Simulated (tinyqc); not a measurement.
From lattice energy U back to range rho: Born-Mayer model of an ionic crystal AB. Computed by tinyqc, a small Python program. Command: `OMP_NUM_THREADS=1 python tinyqc.py 3025993 3025994 out.jsonl bornmayer inv`. One thread of a shared host (Intel(R) Xeon(R) Processor @ 2.30GHz), about 0.04 s of CPU time with the checks.

Energies are per ion pair and r is the nearest distance of unlike ions.

Inputs (values chosen for the exercise, for a model salt): ionic charge z = 1; unlike repulsion lambda = 1400 eV; like repulsion lambda2 = 1070 eV; dispersion C between like ions = 110 eV angstrom^6.

Structure: rock salt. Short range: with like-ion terms.

Constants: e^2/(4 pi eps_0) = 14.39964548 eV angstrom.

Method:
- Madelung constant M, unlike neighbours z1, like neighbours z2 at f r, volume per pair: rock salt 1.747565, 6, 12, sqrt2, 2 r^3; caesium chloride 1.762675, 8, 6, 2/sqrt3, 8 r^3/(3 sqrt3); zinc blende 1.638055, 4, 12, sqrt(8/3), 16 r^3/(3 sqrt3).
- U(r) = -M z^2 e^2/(4 pi eps_0 r) + z1 lambda exp(-r/rho) + z2 [lambda2 exp(-f r/rho) - C/(f r)^6] (one mean like-ion term for both sublattices).
- Newton steps on g(r) = U'(r), from r = 9 rho: r(new) = r - U'(r)/U''(r), with the move limited to 0.3 angstrom. Where U'' is negative, move 0.3 angstrom downhill. Stop when |U'| is below 1e-9.

Question. A run gave the result below. Find the range rho, known to lie between 0.26 and 0.35 angstrom.

lattice energy U = -11.08719 eV per pair

Answer.

Each step takes the trial c = (a f_b - b f_a)/(f_b - f_a), f being the result less the target and a, b, c the logarithms of the listed values; c replaces end b, the old b replaces a if the sign of f changed, and otherwise f_a is halved.

Scan of the range:
```
range rho (angstrom)  lattice energy U (eV per pair)
0.260                                       -11.1612
0.273                                       -10.1348
0.287                                        -9.3130
0.302                                        -8.6223
0.317                                        -8.0572
0.333                                        -7.5495
0.350                                        -7.0880
```

False position (Illinois rule, in the logarithm of the input) inside the bracket:
```
step     end a     end b     trial  lattice energy U (eV per pair)
1     0.260000  0.273000  0.260916                        -11.0766
2     0.260000  0.260916  0.260712                        -11.0952
3     0.260916  0.260712  0.260800                        -11.0872
4     0.260712  0.260800  0.260800                        -11.0872
5     0.260712  0.260800  0.260800                        -11.0872
6     0.260800  0.260800  0.260800                        -11.0872
```

Lattice energy U rises at every point of a 13-point scan of the range (every second point is shown), so one value fits; it is bracketed by 0.260 and 0.273. Answer: range rho = 0.2608 angstrom.
